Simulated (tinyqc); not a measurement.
Worked calculation: Hubbard chain of 5 sites. Computed by tinyqc, a small Python program that keeps every step. Settings: hopping = 1.05, U = 1.0, mixing = 0.5, iteration cap = 68. Command: `OMP_NUM_THREADS=1 python tinyqc.py 30933 30934 out.jsonl` (the two numbers bound the seeds that draw the settings). One thread of a shared host (Intel(R) Xeon(R) Processor @ 2.60GHz), about 0.2 s of CPU time with the checks. Later iterations appear only in the table of the cycle.

## Mean-field iteration 1

one-body matrix (hopping and site energies) (eV), lower triangle:
```
           1          2          3          4          5
1   0.320000
2  -1.050000   0.460000
3   0.000000  -1.050000  -0.560000
4   0.000000   0.000000  -1.050000   0.790000
5   0.000000   0.000000   0.000000  -1.050000  -0.980000
```

U = 1.000000 eV

electrons, up and down: 2  2

mixing = 0.500000

n(up) at the start (a guess, not normalised): 1 0.850000, 2 0.000000, 3 0.850000, 4 0.000000, 5 0.850000

n(down) at the start (a guess): 1 0.000000, 2 0.850000, 3 0.000000, 4 0.850000, 5 0.000000

H(up) = T + U n(down), H(down) = T + U n(up); fill the lowest levels; n(new) = n + mixing (n(out) - n); E = tr T (rho up + rho down) + U sum n_up n_down of the output.

levels, up (eV): -1.665358  -1.090051  -0.087779  1.990165  2.583023

levels, down (eV): -1.369045  -0.629092  0.471351  1.736740  2.370047

energy = -5.051982 eV

n(up) after iteration 1: 1 0.468183, 2 0.096367, 3 0.763456, 4 0.078814, 5 0.868180

n(down) after iteration 1: 1 0.065463, 2 0.666873, 3 0.205327, 4 0.597166, 5 0.315171

## Mean-field iteration 2

As before.

levels, up (eV): -1.541008  -0.890060  -0.017340  1.851413  2.476994

levels, down (eV): -1.375440  -0.634249  0.334894  1.647940  2.331855

energy = -5.163638 eV

n(up) after iteration 2: 1 0.296864, 2 0.171617, 3 0.682828, 4 0.139075, 5 0.847115

n(down) after iteration 2: 1 0.123913, 2 0.558860, 3 0.309644, 4 0.466202, 5 0.466381

## Convergence

Each step fills the lowest levels of T + U n(other spin) and sets n(new) = n + mixing (n(out) - n); stop when output and input agree to 1e-8.

Course of the cycle:
```
iteration       E (eV)  largest |n(out) - n(in)|  mean |n_up - n_down|
1          -5.05198216                  7.64e-01              0.208910
2          -5.16363758                  3.43e-01              0.158679
3          -5.20262067                  1.55e-01              0.119231
4          -5.21733539                  8.91e-02              0.089724
5          -5.22377954                  5.89e-02              0.067668
6          -5.22689028                  3.95e-02              0.051130
7          -5.22848606                  2.83e-02              0.038699
8          -5.22933968                  2.07e-02              0.029334
9          -5.22980980                  1.53e-02              0.022261
10         -5.23007384                  1.14e-02              0.016910
11         -5.23022405                  8.56e-03              0.012855
...                ...                       ...                   ...
52         -5.23042822                  1.18e-07              1.87e-07
53         -5.23042822                  9.02e-08              1.43e-07
54         -5.23042822                  6.88e-08              1.09e-07
55         -5.23042822                  5.24e-08              8.29e-08
56         -5.23042822                  4.00e-08              6.32e-08
57         -5.23042822                  3.05e-08              4.82e-08
58         -5.23042822                  2.32e-08              3.67e-08
59         -5.23042822                  1.77e-08              2.80e-08
60         -5.23042822                  1.35e-08              2.13e-08
61         -5.23042822                  1.03e-08              1.63e-08
62         -5.23042822                  7.84e-09              1.24e-08
```

local moments n_up - n_down: 1 0.000000, 2 0.000000, 3 0.000000, 4 0.000000, 5 0.000000

Converged in 62 iterations. Before convergence this energy mixes input and output and is not variational, so it may rise towards its limit.

## Exact diagonalisation (100 states)

Lowest levels of the sector, and the double occupancy of the lowest state.

lowest levels (eV): -5.303004  -4.632028  -4.352341  -3.898453  -3.644026  -3.378100

double occupancy per site = 0.159764

The mean-field solution above lies 0.0726 eV above the exact energy.

## The lowest level by Lanczos steps

From a random start vector (not printed): a_j = <q_j|H|q_j>, b_j = norm of the remainder after orthogonalising; the Ritz value is the lowest eigenvalue of the tridiagonal matrix of a and b so far.

Lanczos:
```
j    a_j (eV)  b_j (eV)  lowest Ritz value (eV)
1   -0.756725  3.537690             -0.75672518
2   -0.660087  2.960899             -4.24642656
3    1.337977  2.853117             -4.99621571
4    1.387833  3.046989             -5.16530173
5    1.011131  3.702656             -5.22425863
6    1.887686  3.543503             -5.26336795
7    2.072718  3.102178             -5.28762606
8    1.513202  2.730522             -5.29818668
9    1.616350  2.784589             -5.30124997
10   0.889006  2.881491             -5.30218056
```
